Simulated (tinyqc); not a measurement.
Off-state leakage of single and stacked transistors: one step of the calculation.

n-channel devices of unit width. Subthreshold current I(Vg, Vs, Vd) = I0 (T/300 K)^0.5 exp[(Vg - Vs - VT(T) - gb (Vs - Vb) + dd (Vd - Vs))/(nf Vt)] (1 - exp(-(Vd - Vs)/Vt)), VT(T) = VT - cT (T - 300 K). Gate-edge tunnelling Ig (Vd/1 V) exp(ag (Vd - 1 V)), for a gate at 0 V, and band-to-band leakage Ab u exp(-Bb/u), u = Vd - Vb + 1 V, flow at a drain held at V; both are taken as independent of T. In a stack of off transistors (all gates at 0 V) the same subthreshold current passes through each.

Question. Leakage of one transistor. Vg = Vs = 0, Vd = V; effective threshold VT(T) - gb Vb - dd V.

Parameters, values chosen for the exercise; values of the order met in bulk silicon logic transistors: temperature T = 330 K; supply voltage V = 0.8 V; threshold at 300 K, zero drain and body bias VT = 0.35 V; fall of the threshold with temperature cT = 0.9 mV/K; current at threshold at 300 K I0 = 0.52 uA/um; slope factor nf = 1.32; drain-induced lowering per volt dd = 0.09; rise of the threshold per volt of source-body bias gb = 0.12; gate-edge tunnelling current at 1 V Ig = 3e-6 uA/um; exponential slope of the gate current ag = 5.2 1/V; prefactor of band-to-band leakage at the drain Ab = 200 uA/(um V); its exponential voltage Bb = 20 V; body voltage Vb = -0.6 V.

Constants: q = 1.602176634e-19 C, kB = 1.380649e-23 J/K, Vt = kB T/q. Results are converted to the units shown.

Give: effective threshold; parts; total; shares.

Answer.

effective threshold = 0.3230 V
parts (nA/um): subthreshold 0.09992, gate edge 8.483e-4, band-to-band 115.4
total = 115.5 nA/um
shares (%): subthreshold 0.08653, gate edge 7.346e-4, band-to-band 99.91

The band-to-band part is the largest.

Computed by the program tinyqc: `OMP_NUM_THREADS=1 python tinyqc.py 2242207 2242208 out.jsonl`, one thread of a shared Intel Xeon 2.30GHz, about 0.04 s for the whole run.
